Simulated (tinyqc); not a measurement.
Illuminated p-n diode, drift-diffusion by the Gummel loop with Scharfetter-Gummel fluxes: one step of the calculation.

Abrupt junction at x = 0, p side from -Lp, n side to Ln, ohmic contacts. psi is counted from the intrinsic level; n = ni exp((psi - phin)/Vt), p = ni exp((phip - psi)/Vt). Contacts: p side psi = V - Vt ln(Na/ni), p = Na, n = ni^2/Na; n side psi = Vt ln(Nd/ni), n = Nd, p = ni^2/Nd. Constant mobilities, D = mu Vt, Boltzmann statistics, SRH recombination through a mid-gap level, U = (n p - ni^2)/(tp (n + ni) + tn (p + ni)). Current is positive from the p contact to the n contact.

Problem. Recombination and current. U_i as defined. J = Jn at the p contact + Jp at the n contact + q sum w_i U_i - q G sum w_i over the inner nodes, which avoids differences of large majority fluxes: Jn = (q mun Vt/h_0)[n_1 B(d_0) - n_0 B(-d_0)], Jp = (q mup Vt/h_last)[p_(N-1) B(d_last) - p_N B(-d_last)], d_i = (psi_(i+1) - psi_i)/Vt, B(d) = d/(exp(d) - 1), w_i = (h_(i-1) + h_i)/2.

Inputs (values chosen for the exercise); band and dielectric values close to those of silicon:

| symbol | value | unit | meaning |
|---|---|---|---|
| T | 300 | K | temperature |
| mun | 620 | cm^2/(V s) | electron mobility |
| mup | 280 | cm^2/(V s) | hole mobility |
| tn | 3e-10 | s | SRH lifetime of electrons |
| tp | 3e-9 | s | SRH lifetime of holes |
| G | 4e19 | cm^-3 s^-1 | uniform generation rate |

Constants: q = 1.602176634e-19 C, kB = 1.380649e-23 J/K, Vt = kB T/q. Results are converted to the units shown.

| node | x (nm) | converged psi (V) | converged n (cm^-3) | converged p (cm^-3) |
|---|---|---|---|---|
| 0 | -440 | -0.20097903 | 191.70709 | 5.9e17 |
| 1 | -278 | -0.20097903 | 5.2379946e8 | 5.9000000e17 |
| 2 | -172 | -0.20097903 | 5.2753076e8 | 5.8999998e17 |
| 3 | -102 | -0.20097886 | 3.8302719e8 | 5.8999610e17 |
| 4 | -56.4 | -0.20096283 | 2.2540371e8 | 5.8963038e17 |
| 5 | -26.3 | -0.20030098 | 9.7476106e7 | 5.7472642e17 |
| 6 | -6.5 | -0.18819609 | 2.9292866e7 | 3.5983889e17 |
| 7 | 6.5 | -0.10435663 | 2.1615786e8 | 1.4049701e16 |
| 8 | 31.7 | 0.03058294 | 3.4741507e10 | 7.5994572e13 |
| 9 | 80.8 | 0.22840167 | 7.3067619e13 | 3.6234765e10 |
| 10 | 176 | 0.36839819 | 1.6427160e16 | 4.6502250e8 |
| 11 | 361 | 0.37697564 | 2.2890603e16 | 1.8529288e9 |
| 12 | 720 | 0.37709890 | 2.3e16 | 4917.7035 |

ni = 1.0635186e10 cm^-3

Wanted: U; Jn at the p contact; Jp at the n contact; recombination; generation; J.

Solution.

| node | U (cm^-3 s^-1) |
|---|---|
| 0 | 0 |
| 1 | 1.746e18 |
| 2 | 1.758e18 |
| 3 | 1.277e18 |
| 4 | 7.513e17 |
| 5 | 3.249e17 |
| 6 | 9.764e16 |
| 7 | 7.205e17 |
| 8 | 1.151e20 |
| 9 | 1.208e19 |
| 10 | 1.550e17 |
| 11 | 6.176e17 |
| 12 | 0 |

Jn at the p contact = 8.303e-5 A/cm^2
Jp at the n contact = 5.972e-5 A/cm^2
recombination = 9.375e-5 A/cm^2
generation = 5.765e-4 A/cm^2
J = -3.400e-4 A/cm^2

Numbers from tinyqc (`OMP_NUM_THREADS=1 python tinyqc.py 2240061 2240062 out.jsonl`; about 0.5 s on one thread of a shared Intel Xeon 2.30GHz).
